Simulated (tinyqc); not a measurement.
Solid solubility of a dopant against its melt (retrograde solidus), clustering and the electrically active fraction. Changing the interaction L of the melt. Computed by tinyqc, a small Python program. Command: `OMP_NUM_THREADS=1 python tinyqc.py 3002559 3002560 out.jsonl retro sweep`. One thread of a shared host (Intel(R) Xeon(R) Processor @ 2.30GHz), about 0.01 s of CPU time with the checks.

Inputs (values chosen for the exercise, of the order of those of copper in silicon for the solubility):
```
quantity                                   value    unit
melting point of the host T_m               1687       K
heat of melting of the host H_f             50.2  kJ/mol
enthalpy of transfer from melt to solid H   1.42      eV
entropy of transfer S                       2.99     k_B
site density N0                            5e+22  1/cm^3
temperature T                               1495       K
```

Constants: R = 8.314462618 J/(mol K); k_B = 8.617333262e-05 eV/K; e = 1.602176634e-19 C; N_A = 6.02214076e+23 1/mol.

Method. x_l and x_s are atom fractions of the dopant in melt and solid; the solid is dilute. Liquidus of the host: R T ln(1 - x_l) + L x_l^2 = -H_f (1 - T/T_m). Distribution: k = x_s/x_l = exp[L (1 - x_l)^2/(R T)] exp(S/k_B - H/(k_B T)), the first factor being the activity coefficient in the melt. Solubility = x_s N0; at T_m x_l = 0. The largest x_s N0 between 900 K and T_m. For an ideal melt with constant heats the maximum has x_l = H_f/(H + H_f), H in the same units.

One run for each value; columns: (1) interaction L of the melt (kJ/mol); (2) x_l; (3) distribution coefficient k; (4) solubility (1/cm^3); (5) temperature of the maximum (K):
```
(1)         (2)         (3)         (4)     (5)
-25.00  0.26931  1.1098e-04  1.4944e+18  1518.7
-19.70  0.28301  1.4380e-04  2.0349e+18  1524.4
-14.40  0.29939  1.8392e-04  2.7532e+18  1530.8
-9.14   0.31932  2.3101e-04  3.6883e+18  1537.8
-3.86   0.34474  2.8424e-04  4.8995e+18  1545.5
1.43    0.37883  3.3953e-04  6.4311e+18  1554.0
6.71    0.42793  3.8754e-04  8.2920e+18  1563.4
12.00   0.50752  4.1047e-04  1.0416e+19  1573.7
```

Describe and explain the trends.

Over the rows, x_l rises from 0.269 to 0.508; distribution coefficient k rises from 1.11e-4 to 4.10e-4; solubility (1/cm^3) rises from 1.49e18 to 1.04e19. A melt that binds the dopant (L < 0) lowers its activity and so the solubility in the solid.

Extremes, crossings and ranges named in words are read from the listed rows.
